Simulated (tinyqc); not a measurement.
From results back to parameters: averaged masses of warped heavy- and light-hole bands. Three cases, with inputs chosen for the exercise.

Problem. For B along [111] the central orbits have s = 1/4 all round, so the cyclotron masses are 1/(g1 -/+ sqrt(g2^2 + 3 g3^2)). They are given with the heavy-hole mass along [100], 1/(g1 - 2 g2); g2 and g3 are positive.

Find: g1; sqrt(g2^2 + 3 g3^2); g2; g3.

Method. The mean of the two inverse cyclotron masses is g1 and half their difference is the root; g2 = (g1 - 1/m[100])/2, and g3 follows.

Case 1.

heavy and light cyclotron mass for B along [111]; heavy mass along [100] (m0): 0.5048796  0.0405526  0.2590674

Solution.

g1 = 13.32
sqrt(g2^2 + 3 g3^2) = 11.339
g2 = 4.73
g3 = 5.95

Case 2.

heavy and light cyclotron mass for B along [111]; heavy mass along [100] (m0): 0.8957871  0.1103307  0.5291005

Solution.

g1 = 5.09
sqrt(g2^2 + 3 g3^2) = 3.974
g2 = 1.60
g3 = 2.10

Case 3.

heavy and light cyclotron mass for B along [111]; heavy mass along [100] (m0): 0.8192556  0.1567551  0.4672897

Solution.

g1 = 3.80
sqrt(g2^2 + 3 g3^2) = 2.579
g2 = 0.83
g3 = 1.41

Computed by tinyqc, one run a case: `OMP_NUM_THREADS=1 python tinyqc.py N N+1 out.jsonl` with N = 1081236, 1081261, 1081291; one thread of a shared Intel(R) Xeon(R) Processor @ 2.30GHz, about 0.04 s a run at most.
